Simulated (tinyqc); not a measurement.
Worked calculation: plane-wave Kohn-Sham cycle with exchange-only LDA in a layered model solid. One step of it, computed by the program tinyqc.

Question. Iteration 1: potential. V_H(G) = 4 pi rho(G)/G^2 for G != 0 (uniform background); v_x = -(3 rho/pi)^(1/3); V = V_ext + V_H + v_x; Fourier components f(G_m) = (1/N) sum_j f(x_j) exp(-i G_m x_j).

A solid whose potential varies along x alone (atomic units):

| parameter | value |
|---|---|
| period a | 10.700000 |
| cross-section of the cell | 34.000000 |
| electrons per cell | 4 |
| grid points | 16 |
| plane waves -n..n, n | 3 |
| k points | 3 |
| V1 in V1 cos(2 pi x/a) | -0.590000 |
| V2 in V2 cos(4 pi x/a) | 0.140000 |

density at the start, on the grid x_j = j a/N (e/bohr^3): 0.01099505  0.01099505  0.01099505  0.01099505  0.01099505  0.01099505  0.01099505  0.01099505  0.01099505  0.01099505  0.01099505  0.01099505  0.01099505  0.01099505  0.01099505  0.01099505

Give: Potentials on the grid; V(G_m), m = 0, 1, 2, ....

Answer.

Potentials on the grid (hartree):

| x | V_ext | V_H | v_x | V |
|---|---|---|---|---|
| 0.0000 | -0.4500 | 0.0000 | -0.2190 | -0.6690 |
| 0.6687 | -0.4461 | 0.0000 | -0.2190 | -0.6651 |
| 1.3375 | -0.4172 | 0.0000 | -0.2190 | -0.6362 |
| 2.0063 | -0.3248 | 0.0000 | -0.2190 | -0.5438 |
| 2.6750 | -0.1400 | 0.0000 | -0.2190 | -0.3590 |
| 3.3438 | 0.1268 | 0.0000 | -0.2190 | -0.0922 |
| 4.0125 | 0.4172 | 0.0000 | -0.2190 | 0.1982 |
| 4.6813 | 0.6441 | 0.0000 | -0.2190 | 0.4251 |
| 5.3500 | 0.7300 | 0.0000 | -0.2190 | 0.5110 |
| 6.0187 | 0.6441 | 0.0000 | -0.2190 | 0.4251 |
| 6.6875 | 0.4172 | 0.0000 | -0.2190 | 0.1982 |
| 7.3563 | 0.1268 | 0.0000 | -0.2190 | -0.0922 |
| 8.0250 | -0.1400 | 0.0000 | -0.2190 | -0.3590 |
| 8.6937 | -0.3248 | 0.0000 | -0.2190 | -0.5438 |
| 9.3625 | -0.4172 | 0.0000 | -0.2190 | -0.6362 |
| 10.0312 | -0.4461 | 0.0000 | -0.2190 | -0.6651 |

V(G_m), m = 0, 1, 2, ... (hartree): -0.2190  -0.2950  0.0700  0.0000  0.0000  0.0000  0.0000
